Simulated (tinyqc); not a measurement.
Saturation velocity and mobility from two gate lengths.

Question. Isat = Cox vsat Vg (x - 1)/(x + 1) per width, x = sqrt(1 + 2 mu Vg/(m vsat L)), with no series resistance and the same overdrive Vg and mu at both lengths. Find vsat and mu.

Inputs (values chosen for the exercise): gate capacitance Cox = 2.36 uF/cm^2; body factor m = 1.38.

Vg = 1.03 V
Isat at L = 0.1 and 0.3 um (uA/um): [849.93004, 509.60896]

Answer. The ratio of the currents depends on c = 2 mu Vg/(m vsat) alone and falls steadily from L2/L1 to 1 as c grows, so it fixes c; either current then gives vsat.

vsat = 7.600e6 cm/s
mu = 321.4 cm^2/(V s)

tinyqc, about 0.01 s, one thread, Intel Xeon 2.30GHz (shared host): `OMP_NUM_THREADS=1 python tinyqc.py 2500123 2500124 out.jsonl`
